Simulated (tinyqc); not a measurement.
Inside a calculation. Model: current crowding under a contact, resistor ladder against the transmission-line model.

Computed by the program tinyqc: `OMP_NUM_THREADS=1 python tinyqc.py 2760149 2760150 out.jsonl`, one thread of a shared Intel Xeon 2.30GHz, about 0.01 s for the whole run. Printed values are rounded.

A metal contact of length d and width W on a thin layer of the same width. The metal has no resistance, the sheet resistance under it equals Rsh, and current enters the layer at the front edge x = 0.

Parameters, values chosen for the exercise: sheet resistance of the semiconductor layer Rsh = 24 ohm/sq; specific contact resistivity rc = 1.2e-7 ohm cm^2; contact length d = 0.36 um; contact width W = 99 um; cells n = 7; current I = 0.5 mA.

## Conductances of the ladder

Cut the contact into n cells of length hc = d/n. Neighbouring cell centres are joined by a = W/(Rsh hc), each centre joins the metal (0 V) by g = W hc/rc, and I enters cell 1 through half a cell: -a v_(i-1) + b_i v_i - a v_(i+1) = I for i = 1 and 0 otherwise, b_i = g + 2 a (g + a at both ends). Rc = v_1/I + 1/(2 a).

a = 80.2083 S
g = 0.424286 S
b_i, cell 1 to 7 (S): 80.6326  160.841  160.841  160.841  160.841  160.841  80.6326

## Voltages and the share of the current

Cut the contact into n cells of length hc = d/n. Neighbouring cell centres are joined by a = W/(Rsh hc), each centre joins the metal (0 V) by g = W hc/rc, and I enters cell 1 through half a cell: -a v_(i-1) + b_i v_i - a v_(i+1) = I for i = 1 and 0 otherwise, b_i = g + 2 a (g + a at both ends). Rc = v_1/I + 1/(2 a). Cell i passes g v_i to the metal.

```
cell  v_i (mV)  share of the current (%)
1     0.179688                   15.2478
2     0.174405                   14.7995
3     0.170044                   14.4295
4     0.166583                   14.1358
5     0.164003                   13.9168
6     0.162291                   13.7715
7     0.161437                   13.6991
```

Rc of the ladder = 0.365610 ohm

The first cell passes 15.2 % of the current and the last 13.7 %; an even spread would give 14.3 % each.

## The transmission-line result

Transfer length Lt = sqrt(rc/Rsh); front resistance Rc = (Rsh Lt/W) coth(d/Lt); end resistance Re = (Rsh Lt/W)/sinh(d/Lt). v(x) = I (Rsh Lt/W) cosh((d - x)/Lt)/sinh(d/Lt) at the cell centres x = (i - 1/2) d/n.

Lt = 0.707107 um
Rc = 0.365301 ohm
Re = 0.322583 ohm
v(x), cell 1 to 7 (mV): 0.179654  0.174369  0.170008  0.166546  0.163965  0.162252  0.161398

The ladder's Rc is 0.085 % above this value, with cells 0.073 Lt long.
